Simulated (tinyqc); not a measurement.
Circular transfer-length structure: one step of the calculation.

A disc contact of radius r0 and a very wide ring contact from r1 = r0 + sp outwards lie on a thin layer; the metal has no resistance and the sheet resistance under the contacts equals Rsh.

Problem. The three parts of the resistance. Transfer length Lt = sqrt(rc/Rsh). R = (Rsh/2 pi) [(Lt/r0) I0(r0/Lt)/I1(r0/Lt) + ln(r1/r0) + (Lt/r1) K0(r1/Lt)/K1(r1/Lt)] with modified Bessel functions; for r0 >> Lt both ratios tend to 1.

Parameters, values chosen for the exercise:
- Rsh = 24 ohm/sq (sheet resistance of the semiconductor layer)
- rc = 1.4e-5 ohm cm^2 (specific contact resistivity)
- r0 = 61 um (radius of the inner contact)
- sp = 50 um (gap between the contacts)

Find: Lt; I0/I1; K0/K1; inner contact; gap; outer contact; R.

Solution.

Lt = 7.6376 um
I0/I1 = 1.0694
K0/K1 = 0.96726
inner contact = 0.51144 ohm
gap = 2.2867 ohm
outer contact = 0.25422 ohm
R = 3.0524 ohm

The contacts make up 25.1 % of R.

Numbers from tinyqc (`OMP_NUM_THREADS=1 python tinyqc.py 2760109 2760110 out.jsonl`; about 0.01 s on one thread of a shared Intel Xeon 2.30GHz).
